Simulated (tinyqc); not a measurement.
Depth of the donor: donor near an oxide interface in a gate field (two-state model).

Interface at z = 0 (hard wall), donor at z = d, field F pulling electrons to the interface: potential e F z; 1 kV/cm = 1e-5 eV/angstrom, c = hbar^2/2m0, q = e^2/(4 pi eps0), Q = (eps - eo)/(eps + eo). Donor state: E_D = e F d - ED - q Q/(4 eps d), the last term joining the images of ion and electron. Interface state: z exp(-b z/2) exp(-rho^2/(2 L^2)) with E_z = c b^2/(4 mz) + 3 e F/b + q Q b/(8 eps), minimised over b; in the plane at z = 3/b the ion (distance D = d - 3/b) and its image (D' = d + 3/b) give E_rho = c/(mt L^2) - (q/eps)(sqrt(pi)/L)[erfcx(D/L) + Q erfcx(D'/L)], erfcx(x) = exp(x^2) erfc(x), minimised over L. E_I = E_z + E_rho.

The two states couple by t = t0 exp(-D/aD) with t0 = q/(eps aD) (2 aD/L) sqrt(aD b/2) v, v a valley factor; this form is an estimate. With detuning u = E_D - E_I the splitting is sqrt(u^2 + 4 t^2) and the lower state has weight (1 - u/sqrt(u^2 + 4 t^2))/2 on the donor.

Constants: hbar^2/2m0 = 3.80998211 eV angstrom^2; e^2/(4 pi eps0) = 14.39964547 eV angstrom.

Parameters, chosen for this exercise (near those of a donor in Si below SiO2, static dielectric constants; shifted at random, so the results belong to these values and not to a real crystal):
- ED = 46.5 meV (bulk binding energy)
- mz = 0.901 m0 (mass across the interface)
- mt = 0.189 m0 (mass in the plane)
- eps = 11.6 (dielectric constant of the semiconductor)
- eo = 3.9 (dielectric constant of the oxide)
- aD = 21.2 angstrom (donor radius)
- v = 0.41 (valley factor)
- dl = (65, 90, 120, 155, 200, 250) angstrom (depths)

Critical field, and the coupling, E_rho and L at that field.

Results:
```
d (angstrom)  critical field (kV/cm)  e F d/ED  t (meV)  E_rho (meV)  L (angstrom)
65                             131.8     1.842      3.1       -20.40            59
90                              85.1     1.647     0.87       -15.37            74
120                             59.1     1.525     0.20       -11.91            91
155                             43.3     1.442    0.037        -9.46           109
200                             32.0     1.377   0.0044        -7.50           130
250                             24.7     1.329  0.00042        -6.11           153
```

The critical field falls from 132 to 25 kV/cm, with exponent -1.24 in d, while t drops by a factor 7.3e+03, about e for each 21 angstrom at the end (aD = 21.2). One lattice plane (1.36 angstrom) of misplacement changes t by 6 % and the critical field by about 1.4 % at 120 angstrom.

tinyqc: `OMP_NUM_THREADS=1 python tinyqc.py 1252618 1252619 out.jsonl`; about 0.09 s, one thread, shared Intel(R) Xeon(R) Processor @ 2.30GHz.
